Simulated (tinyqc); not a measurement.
# MOS inversion layer, Poisson-Schroedinger loop: two studies

Electrons confined at an insulator interface at z = 0, treated as a hard wall; parabolic valleys, Hartree approximation, no image or exchange terms. The depletion charge lies far deeper than the electrons and gives a uniform field q Nd/(eps0 eps_r); the gate balances all charge. Energies are counted from the band edge at the interface.

Inputs (values chosen for the exercise); masses and permittivity close to those of silicon (111): temperature T = 300 K; relative permittivity eps_r = 11.5; mass along z of valley set A (6 valley(s)) mz1 = 0.253 m0; in-plane density-of-states mass of set A md1 = 0.363 m0; sheet density of electrons Ns = 4.1e12 cm^-2; sheet density of depletion charge Nd = 3.2e11 cm^-2.

Constants: q = 1.602176634e-19 C, kB = 1.380649e-23 J/K, hbar = 1.054571817e-34 J s, m0 = 9.1093837015e-31 kg, Vt = kB T/q, eps0 = 8.8541878128e-14 F/cm where lengths are in cm, hbar^2/(2 m0) = 0.0380998212 eV nm^2. Results are converted to the units shown.

Each table varies one quantity; the others keep the values above.

## Effect of the sheet density of electrons

Schroedinger equation -(C/mz) psi'' + (V0 + U) psi = E psi, C = hbar^2/(2 m0), psi(0) = 0, on a uniform mesh of 800 nodes with a far wall at 46 nm, 8 levels a set; V0 = q Nd z/(eps0 eps_r); dU/dz = q (Ns - integral of n from 0 to z)/(eps0 eps_r), U(0) = 0; N_k = g md m0 q Vt/(pi hbar^2) ln(1 + exp((EF - E_k)/Vt)), g the number of valleys of the set, sum N_k = Ns. Triangular well: E_k = a_k (C F^2/mz)^(1/3), a_1 = 2.338107, a_2 = 4.087949, C = hbar^2/(2 m0), F in eV/nm. Fang-Howard (all electrons in the lowest level of set A): b^3 = 6 (mz1/C) q (Nd + 11 Ns/32)/(eps0 eps_r), centroid 3/b, level C b^2/(4 mz1) + (3/b) q (Nd + 11 Ns/16)/(eps0 eps_r). The centroid adds 3.9 z_av/eps_r to an oxide-equivalent thickness. Shares under 0.0001 % are printed as 0.

Results:

| Ns (cm^-2) | A1 (meV) | A2 (meV) | EF (meV) | share of A1 (%) | share of A2 (%) | centroid z_av (nm) | added oxide equivalent (nm) | Fang-Howard centroid (nm) |
|---|---|---|---|---|---|---|---|---|
| 1e11 | 42.5 | 71.8 | -110 | 63.6 | 20.5 | 6.76 | 2.29 | 4.95 |
| 2.1e11 | 48.5 | 79.8 | -84.2 | 65.7 | 19.7 | 6.42 | 2.18 | 4.79 |
| 4.5e11 | 60.6 | 95.6 | -50.9 | 69.5 | 18.0 | 5.85 | 1.98 | 4.49 |
| 9.7e11 | 83.3 | 125 | -6.13 | 75.1 | 15.3 | 5.03 | 1.71 | 4.04 |
| 4.4e12 | 191 | 256 | 147 | 88.6 | 7.65 | 3.21 | 1.09 | 2.86 |
| 9.4e12 | 306 | 391 | 286 | 93.9 | 4.23 | 2.45 | 0.830 | 2.30 |
| 2e13 | 498 | 611 | 505 | 97.2 | 1.93 | 1.85 | 0.629 | 1.82 |

Estimate the missing row, Ns = 2.1e12 cm^-2.

Computed row:

| Ns (cm^-2) | A1 (meV) | A2 (meV) | EF (meV) | share of A1 (%) | share of A2 (%) | centroid z_av (nm) | added oxide equivalent (nm) | Fang-Howard centroid (nm) |
|---|---|---|---|---|---|---|---|---|
| 2.1e12 | 124 | 176 | 57.5 | 82.1 | 11.6 | 4.09 | 1.39 | 3.46 |

With this row back in the table: As Ns goes from 1e11 to 2e13, A1 rises from 42.5 to 498 meV, the share of A1 rises from 63.6 to 97.2 % and the centroid falls from 6.76 to 1.85 nm. A1 goes as Ns^(0.64) between the last two rows (a triangular well in the field of that charge alone gives 2/3). EF lies more than 2 meV above A1 for Ns = 2e13. The Fang-Howard centroid is 27 % below the full one in the first row, where A1 holds 63.6 %, and 2.1 % below it in the last, where A1 holds 97.2 %.

## Effect of the sheet density of depletion charge

Schroedinger equation -(C/mz) psi'' + (V0 + U) psi = E psi, C = hbar^2/(2 m0), psi(0) = 0, on a uniform mesh of 800 nodes with a far wall at 30 nm, 8 levels a set; V0 = q Nd z/(eps0 eps_r); dU/dz = q (Ns - integral of n from 0 to z)/(eps0 eps_r), U(0) = 0; N_k = g md m0 q Vt/(pi hbar^2) ln(1 + exp((EF - E_k)/Vt)), g the number of valleys of the set, sum N_k = Ns.

Results:

| Nd (cm^-2) | A1 (meV) | A2 (meV) | EF (meV) | share of A1 (%) | share of A2 (%) | centroid z_av (nm) | added oxide equivalent (nm) | Fang-Howard centroid (nm) |
|---|---|---|---|---|---|---|---|---|
| 1e11 | 177 | 236 | 129 | 84.2 | 8.97 | 3.83 | 1.30 | 3.06 |
| 1.7e11 | 179 | 239 | 131 | 85.5 | 8.71 | 3.63 | 1.23 | 3.01 |
| 3.1e11 | 183 | 246 | 136 | 87.9 | 8.07 | 3.30 | 1.12 | 2.93 |
| 5.3e11 | 189 | 258 | 144 | 90.9 | 6.81 | 2.96 | 1.00 | 2.81 |
| 9.4e11 | 201 | 282 | 157 | 94.7 | 4.54 | 2.62 | 0.887 | 2.64 |
| 2.9e12 | 259 | 395 | 216 | 99.4 | 0.570 | 2.03 | 0.688 | 2.15 |
| 5e12 | 315 | 501 | 273 | 99.9 | 0.0838 | 1.77 | 0.601 | 1.89 |

Estimate the missing row, Nd = 1.6e12 cm^-2.

Computed row:

| Nd (cm^-2) | A1 (meV) | A2 (meV) | EF (meV) | share of A1 (%) | share of A2 (%) | centroid z_av (nm) | added oxide equivalent (nm) | Fang-Howard centroid (nm) |
|---|---|---|---|---|---|---|---|---|
| 1.6e12 | 221 | 321 | 178 | 97.6 | 2.21 | 2.33 | 0.789 | 2.43 |

With this row back in the table: As Nd goes from 1e11 to 5e12, A1 rises from 177 to 315 meV, the share of A1 rises from 84.2 to 99.9 % and the centroid falls from 3.83 to 1.77 nm. A1 goes as Nd^(0.36) between the last two rows (a triangular well in the field of that charge alone gives 2/3). The Fang-Howard centroid is 20 % below the full one in the first row, where A1 holds 84.2 %, and 6.4 % above it in the last, where A1 holds 99.9 %.

tinyqc, about 0.7 s, one thread, Intel Xeon 2.30GHz (shared host): `OMP_NUM_THREADS=1 python tinyqc.py 2160107 2160108 out.jsonl`
